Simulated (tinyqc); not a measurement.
What an interlayer buys: scattering of inversion-layer electrons by surface optical phonons of the gate insulator (remote phonon scattering). Computed by tinyqc, a small Python program. Command: `OMP_NUM_THREADS=1 python tinyqc.py 3114267 3114268 out.jsonl sophonon walk`. One thread of a shared host (Intel(R) Xeon(R) Processor @ 2.30GHz), about 0.01 s of CPU time with the checks.

One subband with the Fang-Howard envelope; insulator and channel are half-spaces, the gate is far away, and an interlayer only moves the polar surface away by t (its own modes and its permittivity contrast are left out).

Inputs (values chosen for the exercise, modelled on AlN on germanium):
```
quantity                                   value        unit
static constant of the insulator eps_0s     9.22           -
intermediate constant eps_i                  7.3           -
optical constant eps_inf                    4.87           -
hbar omega_TO1                                81         meV
hbar omega_TO2                              88.4         meV
constant of the channel eps_s               16.2           -
in-plane mass m                            0.118         m_0
valleys g_v                                    4           -
sheet density n                          1.2e+12      1/cm^2
mean distance of the electrons z0 = 3/b        3          nm
interlayer thickness t                       1.4          nm
temperature T                                350           K
mobility from other processes                750  cm^2/(V s)
```

Screening by the channel electrons: none.

Constants: k_B = 8.617333262e-05 eV/K; hbar^2/(2 m_0) = 3.80998212 eV angstrom^2; e^2/(4 pi eps_0) = 14.39964548 eV angstrom; hbar = 6.582119569e-16 eV s; e = 1.602176634e-19 C; m_0 = 9.1093837015e-31 kg.

Method:
- eps(w) = eps_inf + (eps_0s - eps_i) w1^2/(w1^2 - w^2) + (eps_i - eps_inf) w2^2/(w2^2 - w^2). Surface modes solve eps(w) + eps_s = 0, a quadratic in w^2; the strength of a mode is g = 2/(w d eps/dw).
- Occupation N = 1/(exp(hbar w/(k_B T)) - 1).
- Density of states D = g_v m/(pi hbar^2); eta = E_F/(k_B T) = ln(exp(n/(D k_B T)) - 1); screening wave number q_s = e^2 D/(2 eps_0 eps_avg) x 1/(1 + exp(-eta)), eps_avg = (eps_s + eps_inf)/2; b = 3/z0.
- For a mode of strength g, without the occupation factor, Area x |M(q)|^2 = e^2 hbar w g/(2 eps_0 q) x (b/(b + q))^6 exp(-2 q t).
- Approximate momentum relaxation rate, taking tau v alike in the initial and final states: 1/tau = (m/(2 pi hbar^3)) sum over modes and over absorption (N, E' = E + hbar w) and emission (N + 1, E' = E - hbar w > 0) of [(1 - f(E'))/(1 - f(E))] int_0^(2 pi) Area |M(q)|^2 (1 - cos theta) d theta, q^2 = k^2 + k'^2 - 2 k k' cos theta, f the Fermi function; 48 midpoints in theta from 0 to pi.
- mu = (e/m) int tau E f (1 - f) dE/(k_B T int f dE), by 300 midpoints from 0 to (max(eta, 0) + 14) k_B T; Matthiessen sum with the other processes.

hbar omega_SO (meV): 1 82.8696, 2 94.9069

strengths g: 1 0.00093717, 2 0.00718457

occupations N: 1 0.0684688, 2 0.0449248

b = 1 1/nm

q_s = 0.309425 1/nm

eta = -1.49793

Against the interlayer thickness:
```
t (nm)  remote-phonon mobility (cm^2/(V s))  total (cm^2/(V s))
0.0                              3.4888e+05              748.39
0.3                              5.2297e+05              748.93
0.6                              7.6850e+05              749.27
1.0                              1.2470e+06              749.55
1.5                              2.1902e+06              749.74
2.0                              3.7008e+06              749.85
3.0                              9.6964e+06              749.94
```

1 nm of interlayer raises the remote-phonon mobility by a factor 3.57, as exp(2 q t) with an effective q of 0.64 per nm; between 2 and 3 nm the effective q is 0.48. The total goes from 748 to 750 over the first nanometre.

Extremes, crossings and ranges named in words are read from the listed rows.
